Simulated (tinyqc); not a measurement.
Worked calculation: admittance spectroscopy and thermally stimulated current of one trap level in a depletion layer. Computed by tinyqc, a small Python program that keeps every step. Command: `OMP_NUM_THREADS=1 python tinyqc.py 3110193 3110194 out.jsonl admit walk`. One thread of a shared host (Intel(R) Xeon(R) Processor @ 2.30GHz), about 0.01 s of CPU time with the checks. Intermediate numbers are printed to about 7 digits and carried at full precision; extremes and crossings named in words are read from the listed rows.

A Schottky junction on n-type material holds one donor-like electron trap; shallow donors are fully ionised and abrupt depletion edges are assumed.

Inputs (values chosen for the exercise, modelled on n-type 4H-SiC): dielectric constant eps = 9.85; density-of-states mass m = 0.788 m_0; shallow doping N = 3.4e+15 1/cm^3; trap density N_t = 1.4e+14 1/cm^3; trap depth E_t below the band = 0.553 eV; capture cross section sigma = 8.8e-17 cm^2; band bending V_b = 1 V; test frequency f = 200 Hz; heating rate beta = 0.69 K/s.

Constants: k_B = 1.380649e-23 J/K; m_0 = 9.1093837015e-31 kg; h = 6.62607015e-34 J s; k_B = 8.617333262e-05 eV/K; eps_0 = 8.8541878128e-12 F/m; e = 1.602176634e-19 C.

## Temperature of the peak

N_c = 2 (2 pi m k_B T/h^2)^(3/2), v_th = sqrt(3 k_B T/m), emission rate e_n = sigma v_th N_c exp(-E_t/(k_B T)). Where the level crosses the Fermi level capture equals emission, so the trap follows the signal with the rate 2 e_n; G/omega peaks at omega = 2 e_n (the correction for large N_t/N is left out). Solve 2 e_n(T_p) = 2 pi f.

peak temperature T_p = 363.0972 K

N_c at T_p = 2.337297e+19 1/cm^3

e_n at T_p = 628.3185 1/s

E_c - E_F = k_B T_p ln(N_c/N) = 0.2764585 eV

## The capacitance step

With E_c - E_F = k_B T_p ln(N_c/N): lambda = sqrt(2 eps eps_0 (E_t - (E_c - E_F))/(e^2 N)); traps are empty and charged for x < x_t = w - lambda, and V_b = e (N w^2 + N_t x_t^2)/(2 eps eps_0). High frequency: C_hf = eps eps_0/w. Low frequency: C_lf = eps eps_0 (N + N_t)/(N w + N_t x_t).

lambda = 297.5726 nm

depletion width w = 563.2902 nm

crossing point x_t = 265.7176 nm

C_hf = 15.48292 nF/cm^2

C_lf = 15.81329 nF/cm^2

step (C_lf - C_hf)/C_hf = 0.02133807

small-N_t estimate (N_t/N)(lambda/w) = 0.02175254

Reading N_t/N straight from the step would give 0.0213 against the true 0.0412: the factor lambda/w must be known.

## Scan in temperature at fixed frequency

With x = omega/(2 e_n): C = C_hf + (C_lf - C_hf)/(1 + x^2), G/omega = (C_lf - C_hf) x/(1 + x^2); C_hf and C_lf are held at their values at T_p.

Admittance:
```
T (K)  omega/(2 e_n)  C (nF/cm^2)  G/omega (nF/cm^2)
319.5       14.40382     15.48450          0.0228266
334.0        5.51104     15.49345          0.0580370
344.9        2.81600     15.51991          0.1041829
355.8        1.49643     15.58491          0.1526205
363.1        0.99985     15.64813          0.1651877
370.4        0.67822     15.70920          0.1534728
381.3        0.39002     15.76967          0.1118406
395.8        0.19539     15.80114          0.0621779
413.9        0.08793     15.81076          0.0288270
```

The peak of G/omega is half the step, 0.165 nF/cm^2. Its full width is near 2 ln(2 + sqrt3) k_B T_p^2/(E_t + 2 k_B T_p) = 48.6 K.

## Arrhenius plot

T_p for 0.1, 0.3, 1, 3 and 10 f; least-squares lines of ln(e_n/T^2) and of ln(e_n) against 1/(k_B T), e_n = pi f; sigma = exp(intercept)/(v_th N_c/T^2).

Peaks:
```
f (Hz)   T_p (K)  1/(k_B T) (1/eV)  ln(e_n/T^2)   ln(e_n)
20      324.8635          35.72121    -7.426348  4.140462
60      342.0989          33.92153    -6.431125  5.239074
200     363.0972          31.95981    -5.346294  6.443047
600     384.5056          30.18036    -4.362257  7.541660
2000    410.8794          28.24312    -3.290967  8.745632
```

depth from e_n/T^2 = 0.553 eV

cross section from the intercept = 8.80e-17 cm^2

depth without the T^2 = 0.6157611 eV

Leaving out T^2 adds 63 meV, near 2 k_B T_p = 63 meV.

## Thermally stimulated current

Thermally stimulated current without retrapping: filled share n(T) = exp(-(1/beta) int e_n dT), current proportional to e_n n; the peak obeys beta (E_t/(k_B T^2) + 2/T) = e_n(T). The integral starts at 0.5 T_m and uses 4000 trapezoid steps to 1.2 T_m. Chen's first-order estimate from the full width W = T_2 - T_1 between the half-height points: E = 2.52 k_B T_m^2/W - 2 k_B T_m.

peak temperature T_m = 247.7103 K

lower half-height T_1 = 235.6556 K

upper half-height T_2 = 256.4026 K

filled share at T_m = 0.3917653

E_t/(k_B T_m) = 25.90647

symmetry factor (T_2 - T_m)/(T_2 - T_1) = 0.4189660

depth by Chen's formula = 0.5995600 eV

The slow ramp empties the trap at 248 K, far below the admittance peak at 363 K, since the rate asked for is 0.078 per second instead of 630. Chen's formula, made for a constant prefactor, gives 47 meV more than E_t.

Checks made by the program: C_lf against dQ/dV by differences (relative difference below 1e-10); depth recovered (relative difference below 1e-10); peak of the integrated curve (relative difference 2e-05).
